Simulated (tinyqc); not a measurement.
Inside a calculation. Model: thin-body transistor below threshold, two-dimensional Poisson equation on a small mesh.

tinyqc, about 0.1 s, one thread, Intel Xeon 2.30GHz (shared host): `OMP_NUM_THREADS=1 python tinyqc.py 2480044 2480045 out.jsonl` Printed values are rounded.

A thin body on a thick buried insulator of low permittivity, taken as carrying no normal field at the bottom of the body (row 0). Mobile charge is neglected (subthreshold), the body is fully depleted, and potentials are counted from the intrinsic level; rows run upward to the gate, columns from source to drain.

Values chosen for this exercise; semiconductor permittivity close to that of In0.53Ga0.47As:
- T = 300 K (temperature)
- eps_r = 13.8 (relative permittivity of the semiconductor)
- eox = 7.5 (relative permittivity of the insulator)
- tb = 4 nm (body thickness)
- tox = 2.3 nm (insulator thickness)
- L = 36 nm (channel length)
- Na = 0 cm^-3 (acceptor density of the depleted body)
- Vbi = 0.51 V (potential of the source)
- Vfb = -0.08 V (gate offset)
- Vg = 0.05 V (gate voltage)
- Vd = 0.7 V (drain voltage)

Constants: q = 1.602176634e-19 C, kB = 1.380649e-23 J/K, Vt = kB T/q, eps0 = 8.8541878128e-14 F/cm where lengths are in cm. Results are converted to the units shown.

## Coefficients of the five-point equations

Mesh: rows i = 0..2 in the semiconductor (step hs = tb/2, row 2 on the interface), then 1 step(s) ho = tox/1 up to the gate row 3; columns j = 0..4 (step hy = L/4). Box integration, divided by eps0: up_i = eps hy/h of the interval above row i, dn_i = that of the interval below (0 for row 0), lat_i = (sum of eps h/2 over the intervals above and below)/hy, s_i = -q Na w_i hy/eps0 with w_i the semiconductor height of the box (hs/2 for row 0 and the interface row, hs between, 0 in the insulator). Each free node obeys (up + dn + 2 lat) psi = up psi(above) + dn psi(below) + lat [psi(left) + psi(right)] + s.

| row | up | dn | lat | s (V) |
|---|---|---|---|---|
| 0 | 62.1 | 0 | 1.533333 | 0 |
| 1 | 62.1 | 62.1 | 3.066667 | 0 |
| 2 | 29.34783 | 62.1 | 2.491667 | 0 |

## The linear system

fixed values (free nodes shown as 0) (V):

|  | j=0 | j=1 | j=2 | j=3 | j=4 |
|---|---|---|---|---|---|
| row 0 | 0.510000 | 0.000000 | 0.000000 | 0.000000 | 1.210000 |
| row 1 | 0.510000 | 0.000000 | 0.000000 | 0.000000 | 1.210000 |
| row 2 | 0.510000 | 0.000000 | 0.000000 | 0.000000 | 1.210000 |
| row 3 | 0.130000 | 0.130000 | 0.130000 | 0.130000 | 0.130000 |

Unknowns (row, column) in the order listed; A has up + dn + 2 lat on the diagonal and -up, -dn, -lat towards free neighbours; b holds s and the terms of fixed neighbours. Fixed values: gate row Vg - Vfb; column 0 at Vbi and the last column at Vbi + Vd in the semiconductor, each running linearly to Vg - Vfb across the insulator.

A:
```
          (0,1)     (0,2)     (0,3)     (1,1)     (1,2)     (1,3)     (2,1)     (2,2)
(0,1)   65.1667   -1.5333    0.0000  -62.1000    0.0000    0.0000    0.0000    0.0000
(0,2)   -1.5333   65.1667   -1.5333    0.0000  -62.1000    0.0000    0.0000    0.0000
(0,3)    0.0000   -1.5333   65.1667    0.0000    0.0000  -62.1000    0.0000    0.0000
(1,1)  -62.1000    0.0000    0.0000  130.3333   -3.0667    0.0000  -62.1000    0.0000
(1,2)    0.0000  -62.1000    0.0000   -3.0667  130.3333   -3.0667    0.0000  -62.1000
(1,3)    0.0000    0.0000  -62.1000    0.0000   -3.0667  130.3333    0.0000    0.0000
(2,1)    0.0000    0.0000    0.0000  -62.1000    0.0000    0.0000   96.4312   -2.4917
(2,2)    0.0000    0.0000    0.0000    0.0000  -62.1000    0.0000   -2.4917   96.4312
(2,3)    0.0000    0.0000    0.0000    0.0000    0.0000  -62.1000    0.0000   -2.4917

          (2,3)
(0,1)    0.0000
(0,2)    0.0000
(0,3)    0.0000
(1,1)    0.0000
(1,2)    0.0000
(1,3)  -62.1000
(2,1)    0.0000
(2,2)   -2.4917
(2,3)   96.4312
```

b (V): (0,1) 0.782000, (0,2) 0.000000, (0,3) 1.855333, (1,1) 1.564000, (1,2) 0.000000, (1,3) 3.710667, (2,1) 5.085967, (2,2) 3.815217, (2,3) 6.830134

## Direct solution

Solve A psi = b.

psi at the free nodes (V): (0,1) 0.2221331, (0,2) 0.1933732, (0,3) 0.3698656, (1,1) 0.2157354, (1,2) 0.1883053, (1,3) 0.3534794, (2,1) 0.1961607, (2,2) 0.1737260, (2,3) 0.3029526

## Iteration 1: Jacobi sweep

psi at the start (fixed values on the edges, free nodes linear between source and drain columns) (V):

|  | j=0 | j=1 | j=2 | j=3 | j=4 |
|---|---|---|---|---|---|
| row 0 | 0.510000 | 0.685000 | 0.860000 | 1.035000 | 1.210000 |
| row 1 | 0.510000 | 0.685000 | 0.860000 | 1.035000 | 1.210000 |
| row 2 | 0.510000 | 0.685000 | 0.860000 | 1.035000 | 1.210000 |
| row 3 | 0.130000 | 0.130000 | 0.130000 | 0.130000 | 0.130000 |

Free nodes: rows 0..2, columns 1..3, taken row by row from row 0, left to right. t = (up psi(above) + dn psi(below) + lat [psi(left) + psi(right)] + s)/(up + dn + 2 lat), with all neighbours from the previous sweep; psi(new) = t.

psi after iteration 1 (V):

|  | j=0 | j=1 | j=2 | j=3 | j=4 |
|---|---|---|---|---|---|
| row 0 | 0.510000 | 0.685000 | 0.860000 | 1.035000 | 1.210000 |
| row 1 | 0.510000 | 0.685000 | 0.860000 | 1.035000 | 1.210000 |
| row 2 | 0.510000 | 0.516091 | 0.637832 | 0.759573 | 1.210000 |
| row 3 | 0.130000 | 0.130000 | 0.130000 | 0.130000 | 0.130000 |

## Iteration 2: Jacobi sweep

As before.

psi after iteration 2 (V):

|  | j=0 | j=1 | j=2 | j=3 | j=4 |
|---|---|---|---|---|---|
| row 0 | 0.510000 | 0.685000 | 0.860000 | 1.035000 | 1.210000 |
| row 1 | 0.510000 | 0.604520 | 0.754144 | 0.903767 | 1.210000 |
| row 2 | 0.510000 | 0.510351 | 0.626351 | 0.753832 | 1.210000 |
| row 3 | 0.130000 | 0.130000 | 0.130000 | 0.130000 | 0.130000 |

## Course of the iteration: Jacobi sweep

Stop when the largest change of psi is below 1e-7 V, or after 400 iterations. Fixed values: gate row Vg - Vfb; column 0 at Vbi and the last column at Vbi + Vd in the semiconductor, each running linearly to Vg - Vfb across the insulator.

Course of the iteration:

| iteration | psi at row 0, j = 2 (V) | largest \|change\| of one entry (V) |
|---|---|---|
| 1 | 0.86 | 0.275 |
| 2 | 0.86 | 0.131 |
| 3 | 0.7591250 | 0.125 |
| 4 | 0.7444179 | 0.100 |
| 5 | 0.6669483 | 0.0959 |
| 6 | 0.6483329 | 0.0769 |
| 7 | 0.5885828 | 0.0738 |
| 8 | 0.5687051 | 0.0593 |
| 9 | 0.5223567 | 0.0570 |
| ... | ... | ... |
| 133 | 0.1933750 | 1.95e-7 |
| 134 | 0.1933748 | 1.93e-7 |
| 135 | 0.1933747 | 1.60e-7 |
| 136 | 0.1933745 | 1.58e-7 |
| 137 | 0.1933744 | 1.31e-7 |
| 138 | 0.1933743 | 1.30e-7 |
| 139 | 0.1933742 | 1.08e-7 |
| 140 | 0.1933741 | 1.07e-7 |
| 141 | 0.1933740 | 8.86e-8 |

Converged in 141 iterations. The changes do not fall evenly; from iteration 136 to 141 they shrink by a factor of 1.1 a step on average.

## Barrier, swing and barrier lowering

converged psi (V):

|  | j=0 | j=1 | j=2 | j=3 | j=4 |
|---|---|---|---|---|---|
| row 0 | 0.510000 | 0.222133 | 0.193373 | 0.369866 | 1.210000 |
| row 1 | 0.510000 | 0.215735 | 0.188305 | 0.353479 | 1.210000 |
| row 2 | 0.510000 | 0.196161 | 0.173726 | 0.302953 | 1.210000 |
| row 3 | 0.130000 | 0.130000 | 0.130000 | 0.130000 | 0.130000 |

d psi/dVg on row 0: j=0 0.0000000, j=1 0.7726036, j=2 0.9131874, j=3 0.7726036, j=4 0.0000000
d psi/dVd on row 0: j=0 0.000000, j=1 0.008175, j=2 0.043406, j=3 0.219221, j=4 1.000000

The barrier is read along row 0, the path farthest from the gate. Take the node j of lowest psi: barrier Vbi - psi_j; swing Vt ln 10/(d psi_j/dVg); DIBL = (d psi_j/dVd)/(d psi_j/dVg). The derivatives solve the same equations with s = 0 and a unit change of that voltage.

j = 2
barrier = 0.3166268 V
swing = 65.18534 mV/decade
DIBL = 47.53277 mV/V

A mesh of 12, 8 and 80 steps (semiconductor, insulator, channel) gives a barrier of 0.344 V, a swing of 63.6 mV a decade and a DIBL of 18.0 mV/V; the small mesh puts the barrier 7.9 % below that.
